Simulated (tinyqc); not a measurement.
Worked calculation: Ewald sum of point charges, zinc blende, strained along z by a factor 1.08, lattice. Computed by tinyqc, a small Python program that keeps every step. Command: `OMP_NUM_THREADS=1 python tinyqc.py 23542 23543 out.jsonl` (the two numbers bound the seeds that draw the settings). One thread of a shared host (Intel(R) Xeon(R) Processor @ 2.60GHz), about 0.03 s of CPU time with the checks.

## Ewald sum with eta = 0.377 1/bohr

cell vectors (rows) (bohr):
```
          1         2         3
1  0.000000  4.155000  4.487000
2  4.155000  0.000000  4.487000
3  4.155000  4.155000  0.000000
```

Charges:
```
q                f1        f2        f3
1.000000   0.000000  0.000000  0.000000
-1.000000  0.250000  0.250000  0.250000
```

Real space: 1/2 sum q_i q_j erfc(eta r)/r over all images with r > 0; reciprocal space: (2 pi/V) sum_(G != 0) exp(-G^2/4 eta^2)/G^2 |S(G)|^2 with S(G) = sum q exp(i G.r); self term -eta/sqrt(pi) sum q^2; background -pi Q^2/(2 V eta^2), Q the total charge.

Real-space shells (first ones):
```
r (bohr)   pairs  sum (hartree)
3.696661       8      -0.052734
5.876057       8       0.001178
6.115325      16       0.001455
6.942143      16      -0.000247
7.343817       8      -0.000049
8.310000       8       4.52e-06
8.974000       4       3.82e-07
9.095131       8      -5.45e-07
9.405301      16      -4.52e-07
10.317621     32       5.86e-08
10.726636     16       7.99e-09
10.828179     16      -5.75e-09
```

Reciprocal shells (first ones that count):
```
G^2 (1/bohr^2)  vectors  sum (hartree)
1.633588              8       0.022445
1.960865              2       0.005257
2.286745              4       0.005083
5.555318              8       0.000007
6.207078             16       3.79e-06
6.534354              8       2.02e-06
10.128807            16       2.35e-09
10.130203             8       2.34e-09
10.780567             8       3.50e-10
11.107843             8       3.82e-10
11.433723             8       2.09e-10
```

## The total does not depend on eta

The same sums for other eta.

Totals (hartree per cell):
```
eta            real  reciprocal       self  background        total
0.377000  -0.050392    0.032797  -0.425399    0.000000  -0.44299399
0.640000  -0.000888    0.280056  -0.722163    0.000000  -0.44299399
0.800000  -0.000031    0.459741  -0.902703    0.000000  -0.44299399
```

shortest distance = 3.696661 bohr

Madelung constant -E d / (formula units |q+ q-|) = 1.637599
